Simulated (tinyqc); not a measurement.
Worked calculation: MP2 on RHF in the sto-3g basis, for H6, spin multiplicity 1. One step of it, computed by the program tinyqc.

Task: Iteration 7 (converged): orbitals. Diagonalise F' = X^T F X, C = X C', fill 3 alpha and 3 beta electrons from the bottom; D = 2 C_occ C_occ^T. Each column has its largest component positive (the first on a tie).

converged F (hartree), lower triangle:
```
           1H 1s      2H 1s      3H 1s      4H 1s      5H 1s      6H 1s
1H 1s  -0.372695
2H 1s  -0.604884  -0.420863
3H 1s  -0.155251  -0.313882  -0.427690
4H 1s  -0.036721  -0.155525  -0.615522  -0.427546
5H 1s  -0.001844  -0.019087  -0.155268  -0.313425  -0.420702
6H 1s  -0.002936  -0.001846  -0.036652  -0.154994  -0.604857  -0.372682
```

X, lower triangle:
```
           1H 1s      2H 1s      3H 1s      4H 1s      5H 1s     6H 1s
1H 1s   1.261384
2H 1s  -0.506329   1.353116
3H 1s   0.073489  -0.300582   1.365716
4H 1s  -0.021402   0.076868  -0.539840   1.365452
5H 1s   0.002635  -0.007633   0.076789  -0.300125   1.352827
6H 1s  -0.000829   0.002636  -0.021390   0.073405  -0.506250  1.261358
```

Give: F' = X^T F X; orbital energies; coefficients C; D after iteration 7.

Result:

F' = X^T F X (hartree), lower triangle:
```
        1       2       3       4       5      6
1   0.064
2  -0.666   0.129
3   0.085  -0.329   0.143
4  -0.017   0.090  -0.707   0.143
5   0.005  -0.011   0.090  -0.328   0.128
6  -0.006   0.005  -0.017   0.085  -0.666  0.064
```

orbital energies (hartree): MO1 -0.701, MO2 -0.602, MO3 -0.472, MO4 0.458, MO5 0.785, MO6 1.203

coefficients C:
```
         MO1     MO2     MO3     MO4     MO5     MO6
1H 1s  0.195  -0.367  -0.376   0.670  -0.862   0.590
2H 1s  0.255  -0.394  -0.292  -0.486   0.952  -0.858
3H 1s  0.360  -0.067   0.428  -0.706  -0.233   1.179
4H 1s  0.360   0.068   0.428   0.706  -0.234  -1.178
5H 1s  0.254   0.395  -0.292   0.486   0.953   0.856
6H 1s  0.195   0.368  -0.375  -0.670  -0.863  -0.589
```

D after iteration 7, lower triangle:
```
        1H 1s   2H 1s   3H 1s   4H 1s  5H 1s  6H 1s
1H 1s   0.628
2H 1s   0.608   0.611
3H 1s  -0.132  -0.014   0.635
4H 1s  -0.231  -0.120   0.616   0.635
5H 1s   0.028  -0.012  -0.120  -0.014  0.611
6H 1s   0.088   0.028  -0.231  -0.132  0.608  0.628
```
